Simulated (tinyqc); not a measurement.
Valley-orbit splitting of a donor ground state, with strain: one step, computed by the program tinyqc.

The basis is the 1s envelope in each valley; energies are counted from the unstrained conduction-band edge. The strain is e_s (a a^T - 1/3) for the unit stress axis a, so valley j along n_j moves by Xi_u e_s w_j with w_j = (n_j.a)^2 - 1/3: +1/3 for [111] and [-1-11], -1/3 for the others.

Task: Levels and ground state under strain. Diagonalise H; the ground vector has positive components. The density at the nucleus, and so the contact hyperfine coupling, scales as (sum_j c_j)^2/(number of valleys), which is 1 without strain; the envelopes are held fixed.

Valleys: four along <111>. Stress axis: [110].

H (meV), lower triangle (symmetric):
```
             [111]   [1-1-1]   [-11-1]    [-1-11]
[111]    -10.58913
[1-1-1]   -0.94000  -9.73087
[-11-1]   -0.94000  -0.94000  -9.73087
[-1-11]   -0.94000  -0.94000  -0.94000  -10.58913
```

Give: levels; valley amplitudes of the ground state; hyperfine ratio A/A_0.

Result:

levels (meV): -13.03  -9.65  -9.17  -8.79

valley amplitudes of the ground state: [111] 0.5528, [1-1-1] 0.4409, [-11-1] 0.4409, [-1-11] 0.5528

hyperfine ratio A/A_0 = 0.9875
